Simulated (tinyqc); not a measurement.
Wafer bonding and layer transfer: bond energy, gap closing, particles, bonding of dissimilar wafers and hydrogen blisters: one step, computed by the program tinyqc. Command: `OMP_NUM_THREADS=1 python tinyqc.py 3011237 3011238 out.jsonl bond walk`. One thread of a shared host (Intel(R) Xeon(R) Processor @ 2.30GHz), about 0.01 s of CPU time with the checks.

gamma is the energy per area of each of the two surfaces; plates are isotropic, and both wafers have E1 and t1.

Question. Bond energy from the blade test. Two cantilevers opened by t_b: gamma = 3 t_b^2 E1 t1^3 E2 t2^3/(16 L^4 (E1 t1^3 + E2 t2^3)).

Inputs (values chosen for the exercise, with wafer 1 close to silicon):

| quantity | value | unit |
|---|---|---|
| Young's modulus E1 | 158 | GPa |
| thickness t1 | 625 | micrometre |
| blade thickness t_b | 230 | micrometre |
| crack length L | 18.5 | mm |

Pair: two equal wafers.

Give: bond energy gamma.

Answer.

bond energy gamma = 1.6332 J/m^2

An error of 5 % in L changes gamma by about 20 %. This nears the fracture energy of the bulk.
